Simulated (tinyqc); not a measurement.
Worked calculation: minimum-mode following (dimer method) and harmonic rate on a two-dimensional model surface. Computed by tinyqc, a small Python program that keeps every step. Command: `OMP_NUM_THREADS=1 python tinyqc.py 3009575 3009576 out.jsonl dimer walk`. One thread of a shared host (Intel(R) Xeon(R) Processor @ 2.30GHz), about 0.06 s of CPU time with the checks. Intermediate numbers are printed to about 5 digits and carried at full precision; extremes and crossings named in words are read from the listed rows.

V(x, y) = h u^2 + t x + (kappa/2)(y + c u)^2 with u = x^2/w^2 - 1; the path runs from the minimum near (-w, 0) to that near (w, 0).

Inputs (values chosen for the exercise, for a model surface):
```
quantity                                               value           unit
height h                                                 1.1             eV
half width w                                             1.4       angstrom
transverse stiffness kappa                               5.9  eV/angstrom^2
curvature c                                             0.53       angstrom
tilt t                                                  -0.2    eV/angstrom
start as a fraction of the way from minimum to saddle   0.49              -
offset of the start in y                               -0.14       angstrom
first angle of the dimer                                 -35        degrees
half length delta                                       0.02       angstrom
step factor eta                                        0.032  angstrom^2/eV
```

Surface: curved double well.

## Stationary points

Newton steps x(new) = x - H^-1 grad V (moves limited to 0.3 angstrom) from (-w, 0), (w, 0) and (0, c) give the two minima and the saddle.

positions (angstrom):
```
              x        y
start   -1.3531   0.0349
end      1.4426  -0.0327
saddle  -0.0895   0.5278
```

energies (eV): start 0.2754, end -0.2843, saddle 1.1089

barrier from the start = 0.83353 eV

## Starting point

R0 = start minimum + fraction x (saddle - minimum) + (0, offset); in practice such a guess comes from a displaced minimum.

R at the start (angstrom): -0.73393  0.13644

phi at the start = -35 degrees

## Dimer step 1

Dimer at R with unit axis N = (cos phi, sin phi) and normal T = (-sin phi, cos phi). Gradients g at R +/- delta N and at R +/- delta T give H N and H T by central differences, (g+ - g-)/(2 delta). With C_N = N.H N, C_T = T.H T and b = T.H N, rotate by theta = (1/2) atan2(-2b, C_T - C_N), the angle of least curvature C = (C_N + C_T)/2 - sqrt((C_N - C_T)^2/4 + b^2). Translate along F = -g + 2 (g.N) N if C < 0, else along F = (g.N) N, with the new axis: R(new) = R + eta F, the move limited to 0.2 angstrom.

C_N, C_T, b (eV/angstrom^2): 3.9705  1.6744  -3.6929

rotation theta = 53.635 degrees

phi after step 1 = 18.635 degrees

least curvature C = -1.0448 eV/angstrom^2

gradient g (eV/angstrom): 1.5754  -1.4627

effective force F (eV/angstrom): 0.3679  2.1180

R after step 1 (angstrom): -0.72215  0.20421

The curvature is negative, so the force along the axis is inverted.

## Dimer step 2

The formulas are those given above.

C_N, C_T, b (eV/angstrom^2): -0.9204  6.6784  -0.0043

rotation theta = 0.032615 degrees

phi after step 2 = 18.668 degrees

least curvature C = -0.92036 eV/angstrom^2

gradient g (eV/angstrom): 1.4156  -1.0901

effective force F (eV/angstrom): 0.4644  1.7253

R after step 2 (angstrom): -0.70729  0.25942

The curvature is negative, so the force along the axis is inverted.

## All steps

R0 = start minimum + fraction x (saddle - minimum) + (0, offset). Stop when |g| is below 1e-5 eV/angstrom, after 150 steps at most.

Course of the dimer:
```
step  x (angstrom)  y (angstrom)  E above the start (eV)  C (eV/angstrom^2)  |g| (eV/angstrom)
1         -0.73393       0.13644                 0.63117            -1.0448         2.1497e+00
2         -0.72215       0.20421                 0.56226            -0.9204         1.7867e+00
3         -0.70729       0.25942                 0.53021            -0.8484         1.5152e+00
4         -0.68974       0.30462                 0.52097            -0.8182         1.3157e+00
5         -0.66997       0.34179                 0.52565            -0.8206         1.1709e+00
6         -0.64846       0.37247                 0.53860            -0.8480         1.0659e+00
7         -0.62569       0.39787                 0.55623            -0.8939         9.8872e-01
8         -0.60210       0.41895                 0.57625            -0.9531         9.2985e-01
9         -0.57804       0.43646                 0.59716            -1.0211         8.8251e-01
...            ...           ...                     ...                ...                ...
142       -0.08949       0.52783                 0.83353            -2.2128         7.7360e-05
143       -0.08949       0.52783                 0.83353            -2.2128         7.1881e-05
144       -0.08949       0.52784                 0.83353            -2.2128         6.6789e-05
145       -0.08948       0.52784                 0.83353            -2.2128         6.2058e-05
146       -0.08948       0.52784                 0.83353            -2.2128         5.7662e-05
147       -0.08948       0.52784                 0.83353            -2.2128         5.3577e-05
148       -0.08948       0.52784                 0.83353            -2.2128         4.9782e-05
149       -0.08948       0.52784                 0.83353            -2.2128         4.6256e-05
150       -0.08948       0.52784                 0.83353            -2.2128         4.2979e-05
```

final position (angstrom): -0.08948  0.52784

steps = 150

final |g| = 4.2979e-05 eV/angstrom

Tail of the gradient series: the residual falls at every step, but slowly, by a factor of about 0.929 a step

Not converged within 150 steps: the residual falls at every step, but slowly, by a factor of about 0.929 a step.

Reruns converge with step factor eta = 0.064. Reruns still fail with step factor eta = 0.016; and with step factor eta = 0.0053; and with half length delta = 0.001.
